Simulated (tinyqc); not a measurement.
Semiconductor laser, carrier and photon rate equations: one step of the calculation.

Carrier density N and photon density S in one mode: dN/dt = F1 = eta I/(q V) - (A N + B N^2 + C N^3) - vg g S; dS/dt = F2 = G vg g S + G be B N^2 - S/tp, with g = g0 ln(N/Ntr)/(1 + ec S). Output power P = Fo Eph S V/(G tp). No heating, no carrier transport.

Task. Power, relaxation frequency, damping and bandwidth. Jacobian, with a = g0/(N (1 + ec S)) and d = g/(1 + ec S): J11 = -(A + 2 B N + 3 C N^2) - vg a S, J12 = -vg d, J21 = G vg a S + 2 G be B N, J22 = G vg d - 1/tp. wR^2 = det J, gamma = -trace J, fR = wR/(2 pi); the response wR^2/(wR^2 - w^2 + i gamma w) falls to 1/sqrt(2) at w^2 = x + sqrt(x^2 + wR^4), x = wR^2 - gamma^2/2 (f3dB = w/(2 pi)).

Parameters, values chosen for the exercise:
- V = 7.9e-12 cm^3 (active volume)
- G = 0.068 (confinement factor)
- vg = 6.82e9 cm/s (group velocity)
- g0 = 2000 1/cm (gain coefficient)
- Ntr = 1.6e18 cm^-3 (transparency density)
- ec = 1.3e-17 cm^3 (gain compression)
- tp = 1.1 ps (photon lifetime)
- A = 2.5e8 1/s (defect recombination coefficient)
- B = 1e-10 cm^3/s (radiative coefficient)
- C = 1.6e-29 cm^6/s (Auger coefficient)
- be = 0.00029 (share of spontaneous emission into the mode)
- Fo = 0.62 (share of cavity losses that is output)
- Eph = 1.9 eV (photon energy)

Constants: q = 1.602176634e-19 C. Results are converted to the units shown.

N = 4.325865021e18 cm^-3
S = 1.139028068e15 cm^-3

Find: P; fR; gamma; f3dB.

Result.

P = 22.705 mW
fR = 9.0653 GHz
gamma = 18.849 1/ns
f3dB = 13.812 GHz

Program tinyqc, `OMP_NUM_THREADS=1 python tinyqc.py 2840022 2840023 out.jsonl`; Intel Xeon 2.30GHz, shared host, one thread, about 0.01 s.
